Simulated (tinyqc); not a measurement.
Changing the longitudinal mass m_l: mobility of a non-polar semiconductor in the relaxation-time approximation. Computed by tinyqc, a small Python program. Command: `OMP_NUM_THREADS=1 python tinyqc.py 3014160 3014161 out.jsonl rta sweep`. One thread of a shared host (Intel(R) Xeon(R) Processor @ 2.30GHz), about 0.02 s of CPU time with the checks.

Each valley is treated as a sphere of mass m_d for states and rates, with one isotropic relaxation time; the conductivity mass m_c sets the current.

Inputs (values chosen for the exercise, modelled on electrons in silicon): transverse mass m_t = 0.192 m_0; equivalent valleys Z = 6; non-parabolicity alpha = 0.48 1/eV; static permittivity eps_s = 11.7; density rho = 2329 kg/m^3; sound velocity v_l = 8830 m/s; acoustic deformation potential D_A = 9 eV; phonon energy hbar w = 60.1 meV; optical or intervalley deformation potential D_o = 4.3 1e8 eV/cm; final valleys Z_f = 5; carrier density n = 1.5e+16 1/cm^3; compensation ratio C = 0; temperature T = 300 K.

Band: Kane. Impurity formula: Brooks-Herring. Further scattering: none.

Constants: k_B = 8.617333262e-05 eV/K; m_0 = 9.1093837015e-31 kg; e = 1.602176634e-19 C; hbar = 1.054571817e-34 J s; eps_0 = 8.8541878128e-12 F/m; k_B = 1.380649e-23 J/K; hbar = 6.582119569e-16 eV s.

Method:
- m_d = (m_l m_t^2)^(1/3); 1/m_c = (1/m_l + 2/m_t)/3; Hall mass factor A = 3 K_m (K_m + 2)/(2 K_m + 1)^2, K_m = m_l/m_t; N_I = n (1 + C)/(1 - C).
- Kane band: hbar^2 k^2/(2 m) = E (1 + alpha E), speed v = hbar k/(m (1 + 2 alpha E)), states per spin, volume and energy g(E) = m k (1 + 2 alpha E)/(2 pi^2 hbar^2); overlap factors are set to 1. Here m = m_d. Masses are multiplied by m_0 and all formulas are in SI units.
- The reduced Fermi level eta = E_F/(k_B T) solves n = 2 Z int g f dE with f = 1/(1 + exp(x - eta)) (Z = 1 unless valleys are given); screening length L_s = sqrt(eps_s eps_0 k_B T/(e^2 dn/deta)), dn/deta = 2 Z int g f (1 - f) dE.
- Integrals over x = E/(k_B T) use 160 Gauss-Legendre points in u = sqrt(x) from 0 to sqrt(max(eta, 0) + 32).
- Phonon occupation N_q = 1/(exp(hbar w/(k_B T)) - 1).
- Acoustic deformation potential (elastic, equipartition, absorption and emission together): 1/tau = 2 pi k_B T D_A^2 g(E)/(hbar rho v_l^2).
- Optical or intervalley deformation potential: 1/tau = (pi Z_f D_o^2/(rho w)) [N_q g(E + hbar w) + (N_q + 1) g(E - hbar w)], with g = 0 below the band edge.
- Each optical term is multiplied by (1 - f(E'))/(1 - f(E)), E' the final energy, for Pauli blocking.
- Singly charged impurities, momentum relaxation: 1/tau = N_I e^4 m (1 + 2 alpha E) Phi/(8 pi (eps_s eps_0)^2 hbar^3 k^3), with alpha = 0 for a parabolic band.
- Brooks-Herring: Phi = ln(1 + b) - b/(1 + b), b = 4 k^2 L_s^2.
- mu = (m_d/m_c) (2 Z e/(3 n k_B T)) int g v^2 tau f (1 - f) dE.
- Averages over x are split at the emission threshold x_0 = hbar w/(k_B T): 64 Gauss-Legendre points in sqrt(x) below it and 128 in sqrt(x - x_0) above it, up to x = max(eta, 0) + 32.
- Rates are added at each energy before the average. With <y> = int g v^2 y f (1 - f) dE: Hall factor r_H = A (3 n k_B T/(2 Z m_d)) <tau^2/(1 + 2 alpha E)>/<tau>^2 (alpha = 0 for a parabolic band); Hall mobility r_H mu; |S| = (k_B/e) (<x tau>/<tau> - eta); resistivity 1/(n e mu).

One run for each value; columns: (1) longitudinal mass m_l (m_0); (2) drift mobility mu (cm^2/(V s)); (3) density-of-states mass m_d (m_0); (4) conductivity mass m_c (m_0); (5) Hall mass factor A; (6) Seebeck coefficient |S| (microvolt/K):
```
(1)      (2)      (3)      (4)      (5)     (6)
0.19  3872.9  0.19133  0.19133  0.99999  762.80
0.27  3054.4  0.21511  0.21246  0.98865  774.99
0.39  2432.1  0.24316  0.23111  0.95850  788.02
0.56  1976.0  0.27432  0.24585  0.92133  801.08
0.79  1640.6  0.30766  0.25679  0.88611  813.72
1.10  1382.3  0.34356  0.26488  0.85590  826.08
1.60  1145.7  0.38926  0.27170  0.82770  840.28
2.30   959.2  0.43932  0.27646  0.80649  854.24
```

Over the rows, drift mobility mu (cm^2/(V s)) falls from 3870 to 959 (exponent d ln y / d ln x -0.68 between the first rows and -0.49 between the last); density-of-states mass m_d (m_0) rises from 0.191 to 0.439 (exponent d ln y / d ln x about 0.33 throughout); conductivity mass m_c (m_0) rises from 0.191 to 0.276 (exponent d ln y / d ln x 0.30 between the first rows and 0.048 between the last). m_c stays below 1.5 m_t = 0.288 however large m_l gets, while m_d keeps growing as m_l^(1/3); A falls from 1 towards 3/4.
